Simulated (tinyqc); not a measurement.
## Index ratio and exit index from two stacks

Question. A quarter-wave stack has T0 = 4 y/(1 + y)^2 with y = (ns/n0)(nL/nH)^(2 N), and y < 1 here. Find nH/nL and ns/n0.

T0 for N = 20 and 22 pairs (%): 0.1320189813  0.06718249467

Answer. sqrt(1 - T0) = |1 - y|/(1 + y) gives y for each stack; two more pairs multiply y by (nL/nH)^4.

nH/nL = 1.184
ns/n0 = 0.2845

Computed by the program tinyqc: `OMP_NUM_THREADS=1 python tinyqc.py 2650118 2650119 out.jsonl`, one thread of a shared Intel Xeon 2.30GHz, about 0.01 s for the whole run.
